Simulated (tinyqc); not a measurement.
Inside a calculation. Method: Pariser-Parr-Pople SCF with singles CI, for the molecule c1ccc2ccccc2c1 (SMILES; centres numbered as the heavy atoms are written). One step of it, computed by the program tinyqc.

Task: Iteration 3: Fock matrix. F_rr = H_rr + P_rr gamma_rr / 2 + sum_(s != r) P_ss gamma_rs; F_rs = H_rs - P_rs gamma_rs / 2; E = tr P (H + F) / 2 + core repulsion sum_(r<s) z_r z_s gamma_rs.

P after iteration 2:
```
            1C         2C         3C         4C         5C         6C         7C         8C
1C    1.000000   0.590565   0.000000  -0.248007   0.000000   0.143930   0.000000  -0.156883
2C    0.590565   1.000000   0.737832   0.000000  -0.156883   0.000000   0.143930   0.000000
3C    0.000000   0.737832   1.000000   0.542662   0.000000  -0.156883   0.000000   0.087733
4C   -0.248007   0.000000   0.542662   1.000000   0.542662   0.000000  -0.248007   0.000000
5C    0.000000  -0.156883   0.000000   0.542662   1.000000   0.737832   0.000000  -0.358903
6C    0.143930   0.000000  -0.156883   0.000000   0.737832   1.000000   0.590565   0.000000
7C    0.000000   0.143930   0.000000  -0.248007   0.000000   0.590565   1.000000   0.737832
8C   -0.156883   0.000000   0.087733   0.000000  -0.358903   0.000000   0.737832   1.000000
9C    0.000000  -0.248007   0.000000   0.536675   0.000000  -0.248007   0.000000   0.542662
10C   0.737832   0.000000  -0.358903   0.000000   0.087733   0.000000  -0.156883   0.000000

            9C        10C
1C    0.000000   0.737832
2C   -0.248007   0.000000
3C    0.000000  -0.358903
4C    0.536675   0.000000
5C    0.000000   0.087733
6C   -0.248007   0.000000
7C    0.000000  -0.156883
8C    0.542662   0.000000
9C    1.000000   0.542662
10C   0.542662   1.000000
```

core matrix H (eV):
```
             1C          2C          3C          4C          5C          6C          7C          8C
1C   -43.228564   -2.390000    0.000000    0.000000    0.000000    0.000000    0.000000    0.000000
2C    -2.390000  -43.228564   -2.390000    0.000000    0.000000    0.000000    0.000000    0.000000
3C     0.000000   -2.390000  -45.370102   -2.390000    0.000000    0.000000    0.000000    0.000000
4C     0.000000    0.000000   -2.390000  -49.722169   -2.390000    0.000000    0.000000    0.000000
5C     0.000000    0.000000    0.000000   -2.390000  -45.370102   -2.390000    0.000000    0.000000
6C     0.000000    0.000000    0.000000    0.000000   -2.390000  -43.228564   -2.390000    0.000000
7C     0.000000    0.000000    0.000000    0.000000    0.000000   -2.390000  -43.228564   -2.390000
8C     0.000000    0.000000    0.000000    0.000000    0.000000    0.000000   -2.390000  -45.370102
9C     0.000000    0.000000    0.000000   -2.390000    0.000000    0.000000    0.000000   -2.390000
10C   -2.390000    0.000000    0.000000    0.000000    0.000000    0.000000    0.000000    0.000000

             9C         10C
1C     0.000000   -2.390000
2C     0.000000    0.000000
3C     0.000000    0.000000
4C    -2.390000    0.000000
5C     0.000000    0.000000
6C     0.000000    0.000000
7C     0.000000    0.000000
8C    -2.390000    0.000000
9C   -49.722169   -2.390000
10C   -2.390000  -45.370102
```

repulsion gamma_rs (eV):
```
            1C         2C         3C         4C         5C         6C         7C         8C
1C   11.130000   5.345539   3.871994   3.517359   2.621214   2.270597   2.343780   2.881359
2C    5.345539  11.130000   5.344569   3.872154   2.881359   2.343780   2.270597   2.621214
3C    3.871994   5.344569  11.130000   5.346287   3.873196   2.881359   2.621214   2.881514
4C    3.517359   3.872154   5.346287  11.130000   5.346287   3.872154   3.517359   3.872515
5C    2.621214   2.881359   3.873196   5.346287  11.130000   5.344569   3.871994   3.517455
6C    2.270597   2.343780   2.881359   3.872154   5.344569  11.130000   5.345539   3.871994
7C    2.343780   2.270597   2.621214   3.517359   3.871994   5.345539  11.130000   5.344569
8C    2.881359   2.621214   2.881514   3.872515   3.517455   3.871994   5.344569  11.130000
9C    3.872154   3.517359   3.872515   5.345539   3.872515   3.517359   3.872154   5.346287
10C   5.344569   3.871994   3.517455   3.872515   2.881514   2.621214   2.881359   3.873196

            9C        10C
1C    3.872154   5.344569
2C    3.517359   3.871994
3C    3.872515   3.517455
4C    5.345539   3.872515
5C    3.872515   2.881514
6C    3.517359   2.621214
7C    3.872154   2.881359
8C    5.346287   3.873196
9C   11.130000   5.346287
10C   5.346287  11.130000
```

Centres (angstrom, eV; a flat drawing with bonds scaled to 1.40 angstrom):
```
centre          x          y  core charge z          W   gamma_rr
1C       2.425000  -0.700000              1  11.160000  11.130000
2C       2.425000   0.700000              1  11.160000  11.130000
3C       1.212000   1.400000              1  11.160000  11.130000
4C       0.000000   0.700000              1  11.160000  11.130000
5C      -1.212000   1.400000              1  11.160000  11.130000
6C      -2.425000   0.700000              1  11.160000  11.130000
7C      -2.425000  -0.700000              1  11.160000  11.130000
8C      -1.212000  -1.400000              1  11.160000  11.130000
9C       0.000000  -0.700000              1  11.160000  11.130000
10C      1.212000  -1.400000              1  11.160000  11.130000
```

Give: F; pi energy.

Result:

F (eV):
```
          1C       2C       3C       4C       5C       6C       7C       8C
1C   -5.5950  -3.9684   0.0000   0.4362   0.0000  -0.1634   0.0000   0.2260
2C   -3.9684  -5.5950  -4.3617   0.0000   0.2260   0.0000  -0.1634   0.0000
3C    0.0000  -4.3617  -5.5950  -3.8406   0.0000   0.2260   0.0000  -0.1264
4C    0.4362   0.0000  -3.8406  -5.5950  -3.8406   0.0000   0.4362   0.0000
5C    0.0000   0.2260   0.0000  -3.8406  -5.5950  -4.3617   0.0000   0.6312
6C   -0.1634   0.0000   0.2260   0.0000  -4.3617  -5.5950  -3.9684   0.0000
7C    0.0000  -0.1634   0.0000   0.4362   0.0000  -3.9684  -5.5950  -4.3617
8C    0.2260   0.0000  -0.1264   0.0000   0.6312   0.0000  -4.3617  -5.5950
9C    0.0000   0.4362   0.0000  -3.8244   0.0000   0.4362   0.0000  -3.8406
10C  -4.3617   0.0000   0.6312   0.0000  -0.1264   0.0000   0.2260   0.0000

          9C      10C
1C    0.0000  -4.3617
2C    0.4362   0.0000
3C    0.0000   0.6312
4C   -3.8244   0.0000
5C    0.0000  -0.1264
6C    0.4362   0.0000
7C    0.0000   0.2260
8C   -3.8406   0.0000
9C   -5.5950  -3.8406
10C  -3.8406  -5.5950
```

pi energy = -129.1681 eV
